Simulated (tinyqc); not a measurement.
Inside a calculation. Model: modulation-doped quantum well, Poisson-Schroedinger loop with local exchange and correlation.

Program tinyqc, `OMP_NUM_THREADS=1 python tinyqc.py 2140129 2140130 out.jsonl`; Intel Xeon 2.30GHz, shared host, one thread, about 0.2 s. Printed values are rounded.

A well of width L centred at z = 0 between barriers Vb; effective-mass electrons, parabolic bands. The electrons come from donor sheets outside the mesh, a share fL of Ns on the left and the rest on the right, so the structure is neutral. Energies are counted from the band edge of the well, with U = 0 on the first node in the Hartree part.

Values chosen for this exercise; material values close to those of In0.53Ga0.47As in InP:
```
symbol   value   unit                               meaning
T          300      K                           temperature
md      0.0404     m0                         in-plane mass
Vb       0.253     eV                        barrier height
eps_r       14           relative permittivity (all layers)
L            9     nm                            well width
hz           1     nm                             mesh step
Ns      7.3e11  cm^-2            sheet density of electrons
fL           1         share of the donors on the left side
Fz           0  kV/cm                 applied field along z
a          0.3                                mixing factor
```

Constants: q = 1.602176634e-19 C, kB = 1.380649e-23 J/K, hbar = 1.054571817e-34 J s, m0 = 9.1093837015e-31 kg, Vt = kB T/q, eps0 = 8.8541878128e-14 F/cm where lengths are in cm, hbar^2/(2 m0) = 0.0380998212 eV nm^2. Results are converted to the units shown.

## Fixed part of the potential

z, node 1 to 19 (nm): [-9, -8, -7, -6, -5, -4, -3, -2, -1, 0, 1, 2, 3, 4, 5, 6, 7, 8, 9]

V0 = 0 in the well and Vb outside, plus q Fz z (1 kV/cm = 1e-4 eV/nm).

fixed potential V0, node 1 to 19 (eV): [0.253000, 0.253000, 0.253000, 0.253000, 0.253000, 0.000000, 0.000000, 0.000000, 0.000000, 0.000000, 0.000000, 0.000000, 0.000000, 0.000000, 0.253000, 0.253000, 0.253000, 0.253000, 0.253000]

## Round 1: levels and probability densities

self-consistent potential U at the start, node 1 to 19 (eV): [0, 0, 0, 0, 0, 0, 0, 0, 0, 0, 0, 0, 0, 0, 0, 0, 0, 0, 0]
mass on the intervals 1/2, 3/2, ... (mean of both at an interface) (m0): [0.0805, 0.0805, 0.0805, 0.0805, 0.0805, 0.06055, 0.0406, 0.0406, 0.0406, 0.0406, 0.0406, 0.0406, 0.0406, 0.0406, 0.06055, 0.0805, 0.0805, 0.0805, 0.0805, 0.0805]

Tridiagonal Hamiltonian with psi = 0 one step beyond both ends: H_ii = C (1/m_(i-1/2) + 1/m_(i+1/2))/hz^2 + V0_i + U_i, H_(i,i+1) = -C/(m_(i+1/2) hz^2), C = hbar^2/(2 m0). The lowest 2 level(s) are kept, normalised to hz sum |psi|^2 = 1.

levels (eV): E1 0.043698, E2 0.180289
|psi|^2 of E1, node 1 to 19 (1/nm): [0.000059, 0.000354, 0.001464, 0.005568, 0.020731, 0.059558, 0.089865, 0.116654, 0.134993, 0.141506, 0.134993, 0.116654, 0.089865, 0.059558, 0.020731, 0.005568, 0.001464, 0.000354, 0.000059]
|psi|^2 of E2, node 1 to 19 (1/nm): [0.000975, 0.004524, 0.012911, 0.031487, 0.072106, 0.135471, 0.132564, 0.084200, 0.025762, 0.000000, 0.025762, 0.084200, 0.132564, 0.135471, 0.072106, 0.031487, 0.012911, 0.004524, 0.000975]

## Round 1: Fermi level and occupations

Level k holds N_k = D_k Vt ln(1 + exp((EF - E_k)/Vt)) with D = md m0 q/(pi hbar^2) per eV (spin included); EF is fixed by sum N_k = Ns.

EF = 0.0809057 eV
N_k (cm^-2): E1 7.20762e11, E2 9.23830e9

## Round 1: density, output potential and mixing

n_i = sum_k N_k |psi_k|^2 (converted to cm^-3). Hartree part by Gauss: on the interval after node i the enclosed sheet charge is S_i = fL Ns - hz sum_(j<=i) n_j, and U_(i+1) = U_i + q S_i hz/(eps0 eps_r) in eV, U_1 = 0. Added to it: V_xc = -(2 Ry/(pi al rs)) [1 + 0.7734 (rs/21) ln(1 + 21/rs)] (Hedin-Lundqvist), al = (4/(9 pi))^(1/3), rs = (3/(4 pi n))^(1/3)/aB, aB = 4 pi eps0 eps_r hbar^2/(md m0 q^2), Ry = q/(8 pi eps0 eps_r aB) in eV. Mixing: U(new) = U + a (U(out) - U).

n, node 1 to 19 (in units of 1e18 cm^-3): [0.00052, 0.00297, 0.01174, 0.04304, 0.15608, 0.44179, 0.65996, 0.84858, 0.97536, 1.01992, 0.97536, 0.84858, 0.65996, 0.44179, 0.15608, 0.04304, 0.01174, 0.00297, 0.00052]
U(out), node 1 to 19 (eV): [-0.0010394, 0.0076889, 0.0162205, 0.0243371, 0.0317412, 0.0385960, 0.0460624, 0.0530155, 0.0591916, 0.0644159, 0.0686270, 0.0718862, 0.0743684, 0.0763373, 0.0789178, 0.0809490, 0.0822677, 0.0831714, 0.0838785]
U after round 1, node 1 to 19 (eV): [-0.0003118, 0.0023067, 0.0048662, 0.0073011, 0.0095224, 0.0115788, 0.0138187, 0.0159047, 0.0177575, 0.0193248, 0.0205881, 0.0215658, 0.0223105, 0.0229012, 0.0236753, 0.0242847, 0.0246803, 0.0249514, 0.0251635]

## Round 2: levels and probability densities

As before.

levels (eV): E1 0.062102, E2 0.197792
|psi|^2 of E1, node 1 to 19 (1/nm): [0.000077, 0.000444, 0.001762, 0.006437, 0.023133, 0.064816, 0.095858, 0.121591, 0.137361, 0.140648, 0.131294, 0.111309, 0.084392, 0.055252, 0.018968, 0.005007, 0.001293, 0.000308, 0.000051]
|psi|^2 of E2, node 1 to 19 (1/nm): [0.001218, 0.005453, 0.014827, 0.034279, 0.074515, 0.134777, 0.127732, 0.077066, 0.020739, 0.000296, 0.030682, 0.090023, 0.135842, 0.135554, 0.070363, 0.029807, 0.011887, 0.004072, 0.000865]

## Round 2: Fermi level and occupations

As before.

EF = 0.0992867 eV
N_k (cm^-2): E1 7.20446e11, E2 9.55408e9

## Round 2: density, output potential and mixing

As before.

n, node 1 to 19 (in units of 1e18 cm^-3): [0.00067, 0.00372, 0.01411, 0.04965, 0.17378, 0.47984, 0.70281, 0.88336, 0.99159, 1.01332, 0.94883, 0.81052, 0.62097, 0.41101, 0.14337, 0.03892, 0.01045, 0.00261, 0.00045]
U(out), node 1 to 19 (eV): [-0.0011213, 0.0075670, 0.0160668, 0.0241527, 0.0315197, 0.0383232, 0.0457342, 0.0526056, 0.0586714, 0.0637679, 0.0678521, 0.0710024, 0.0734027, 0.0753145, 0.0778403, 0.0798296, 0.0811170, 0.0819947, 0.0826770]
U after round 2, node 1 to 19 (eV): [-0.0005547, 0.0038848, 0.0082264, 0.0123566, 0.0161215, 0.0196021, 0.0233934, 0.0269149, 0.0300317, 0.0326577, 0.0347673, 0.0363968, 0.0376382, 0.0386252, 0.0399248, 0.0409482, 0.0416113, 0.0420644, 0.0424176]

## Course of the self-consistent loop

Start from U = 0. Stop when the largest |U(out) - U| is below 1e-7 eV, or after 120 rounds.

Course of the iteration:
```
round  level E1 (eV)    EF (eV)  largest |U(out) - U| (eV)
1          0.0436979  0.0809057                     0.0839
2          0.0621021  0.0992867                     0.0575
3          0.0746800   0.111850                     0.0394
4          0.0832986   0.120460                     0.0270
5          0.0892159   0.126371                     0.0185
6          0.0932842   0.130435                     0.0127
7          0.0960843   0.133232                    8.70e-3
8          0.0980131   0.135159                    5.97e-3
9          0.0993424   0.136487                    4.09e-3
...              ...        ...                        ...
30          0.102300   0.139441                    1.56e-6
31          0.102301   0.139442                    1.07e-6
32          0.102301   0.139442                    7.38e-7
33          0.102301   0.139442                    5.09e-7
34          0.102301   0.139442                    3.51e-7
35          0.102301   0.139442                    2.42e-7
36          0.102301   0.139442                    1.67e-7
37          0.102301   0.139442                    1.15e-7
38          0.102301   0.139442                    7.95e-8
```

Converged in 38 rounds. Towards the end the residual shrinks by a factor of about 0.69 a round.

## Converged levels, occupations and centroid

converged U, node 1 to 19 (eV): [-0.0013265, 0.0072673, 0.0156993, 0.0237252, 0.0310199, 0.0377131, 0.0449935, 0.0516734, 0.0574873, 0.0623008, 0.0661116, 0.0690324, 0.0712625, 0.0730554, 0.0754617, 0.0773582, 0.0785770, 0.0793992, 0.0800296]

Solve for the levels with V0 + U, find EF, n_i = sum_k N_k |psi_k|^2 (in cm^-3); share of each level N_k/Ns; centroid sum n z/sum n.

levels (eV): E1 0.102301, E2 0.236369
EF = 0.139442 eV
shares (%): E1 98.6098, E2 1.3902
n, node 1 to 19 (in units of 1e18 cm^-3): [0.00118, 0.00609, 0.02101, 0.06735, 0.21739, 0.56801, 0.79691, 0.95365, 1.01741, 0.98969, 0.88575, 0.72748, 0.53968, 0.34862, 0.11836, 0.03107, 0.00807, 0.00196, 0.00033]
centroid = -0.421559 nm

With 400 intervals across the well and the same walls, E2 - E1 = 135.9 meV and EF - E1 = 37.19 meV; this mesh gives 134.1 and 37.14 meV.
